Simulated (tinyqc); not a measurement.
Worked calculation: strain, valley repopulation and piezoresistance in a many-valley conduction band. Computed by tinyqc, a small Python program that keeps every step. Command: `OMP_NUM_THREADS=1 python tinyqc.py 3005701 3005702 out.jsonl valleys walk`. One thread of a shared host (Intel(R) Xeon(R) Processor @ 2.30GHz), about 0.03 s of CPU time with the checks. Intermediate numbers are printed to about 7 digits and carried at full precision; extremes and crossings named in words are read from the listed rows.

Valleys are ellipsoids with mass m_l along the axis a and m_t across it, parabolic, with one constant relaxation time; strain shifts the valleys and leaves the masses alone. Currents are taken along [110], along the load, and along [001], across the load.

Inputs (values chosen for the exercise, for a model crystal):
```
quantity                             value    unit
longitudinal mass m_l                0.798     m_0
transverse mass m_t                  0.146     m_0
shear deformation potential Xi_u        10      eV
dilation deformation potential Xi_d    1.1      eV
C11                                    151     GPa
C12                                   57.9     GPa
C44                                   79.6     GPa
stress X (tension positive)           -700     MPa
electron density n                   7e+17  1/cm^3
relaxation time tau                    200      fs
temperature T                          200       K
```

Valley axes: <100> (6 valleys in 3 pairs). Load: uniaxial [110].

Constants: k_B = 8.617333262e-05 eV/K; m_0 = 9.1093837015e-31 kg; k_B = 1.380649e-23 J/K; hbar = 1.054571817e-34 J s; e = 1.602176634e-19 C.

## Strain

Compliances S11 = (C11 + C12)/((C11 - C12)(C11 + 2 C12)), S12 = -C12/((C11 - C12)(C11 + 2 C12)), S44 = 1/C44; stress sigma_ij = X n_i n_j for the unit vector n of the load; e_xx = S11 sigma_xx + S12 (sigma_yy + sigma_zz), e_xy = S44 sigma_xy/2 (tensor strain).

strain tensor (%):
```
            x           y          z
x  -0.2127696  -0.2198492  0.0000000
y  -0.2198492  -0.2127696  0.0000000
z   0.0000000   0.0000000  0.1631703
```

Caution: shear strain also changes the transverse masses of <100> valleys, which this model leaves out.

## Valley shifts

Herring-Vogt shift of a valley with unit axis a: dE = Xi_d tr(e) + Xi_u a.e.a.

shifts dE (meV): x -24.16301, y -24.16301, z 13.43097

splitting (highest minus lowest) = 37.59398 meV

Lowest: x, y; the splitting is 2.18 k_B T.

## Populations

Each of the 6 valleys holds n_v = N_v (2/sqrt(pi)) F_1/2((E_F - dE_v)/(k_B T)), N_v = 2 (m_d k_B T/(2 pi hbar^2))^(3/2), m_d = (m_l m_t^2)^(1/3); E_F solves sum n_v = n and is counted from the unstrained edge. F_j(eta) = int_0^infinity x^j/(1 + exp(x - eta)) dx, without a gamma-function factor. It is evaluated after integrating by parts. Integrals over x = E/(k_B T) use 160 Gauss-Legendre points in u = sqrt(x) from 0 to sqrt(max(eta, 0) + 32).

Fermi level E_F = -64.56338 meV

share of the electrons (per pair): x 0.4725423, y 0.4725423, z 0.0549154

## Mobility tensor and resistance change

Mobility tensor mu = e tau sum_v (n_v/n) [1/m_t + (1/m_l - 1/m_t) a a^T]; unstrained mu_0 = e tau (1/m_l + 2/m_t)/3; resistivity along d from the inverse tensor, rho_d = d.mu^-1.d/(n e), mobility along d = 1/(d.mu^-1.d); gauge pi_d = (rho_d/rho_0 - 1)/X.

mobility tensor (cm^2/(V s)):
```
          x         y         z
x  1479.126     0.000     0.000
y     0.000  1479.126     0.000
z     0.000     0.000  2301.240
```

unstrained mobility mu_0 = 1753.164 cm^2/(V s)

mobility along the first direction = 1479.126 cm^2/(V s)

mobility along the second direction = 2301.240 cm^2/(V s)

resistance change along the first direction = 18.52701 %

resistance change along the second direction = -23.81654 %

The mobility lies between e tau/m_l = 441 and e tau/m_t = 2410; the trace stays at 3 mu_0. Along the first direction the filled valleys present more of their heavy mass.

## Linear piezoresistance coefficients

With eta_0 the reduced Fermi level without strain, r = F_-1/2(eta_0)/(2 F_1/2(eta_0)) (1 for a classical gas) and c = r (Xi_u/k_B T) (m_l - m_t)/(2 m_l + m_t): pi11 = -(2/3) c (S11 - S12), pi12 = -pi11/2, pi44 = 0, with S11 - S12 = 1/(C11 - C12).

eta_0 = -2.702766

degeneracy factor r = 0.9774111

pi11 = -151.9963 1e-11/Pa

pi12 = 75.99813 1e-11/Pa

pi44 = 0 1e-11/Pa

The gas is classical, so the coefficients follow 1/T.

## Full result against the linear law

Linear theory: pi_l = (pi11 + pi12 + pi44)/2, pi_t = pi12 along [001].

Resistance changes (%); at 2000 MPa the strain is near or above 1 %, where band warping, left out here, matters:
```
X (MPa)  splitting (meV)  largest share  first direction     linear  second direction     linear
-2000           107.4114      0.4994920         22.93633   75.99813          -27.1743  -151.9963
-1000            53.7057      0.4888098         21.14991   37.99906          -25.8794   -75.9981
-400             21.4823      0.4359716         13.02590   15.19963          -18.7318   -30.3993
-150              8.0559      0.3798372          5.50935    5.69986           -9.4558   -11.3997
-50               2.6853      0.3498139          1.88541    1.89995           -3.5689    -3.7999
50                2.6853      0.3679685         -1.90741   -1.89995            4.0464     3.7999
150               8.0559      0.4410441         -5.70231   -5.69986           13.7582    11.3997
400              21.4823      0.6277790        -14.18583  -15.19963           49.3914    30.3993
1000             53.7057      0.9139354        -24.58316  -37.99906          187.2964    75.9981
2000            107.4114      0.9958077        -27.10992  -75.99813          290.4078   151.9963
```

Along the first direction the linear law holds within 10 % for 5 of the 10 stresses, at -150, -50.0, 50.0, 150, 400 MPa. At the largest compression the full change is +22.9 % against the linear +76.0 %, at the largest tension -27.1 % against -76.0 %: once the splitting is comparable with k_B T (or E_F) the populations no longer follow it linearly, and the change must saturate when the upper valleys are empty.

Checks made by the program: trace of the tensor against 3 mu_0 (relative difference below 1e-10); linear coefficients against the full calculation at 0.01 MPa (relative difference 1e-05).
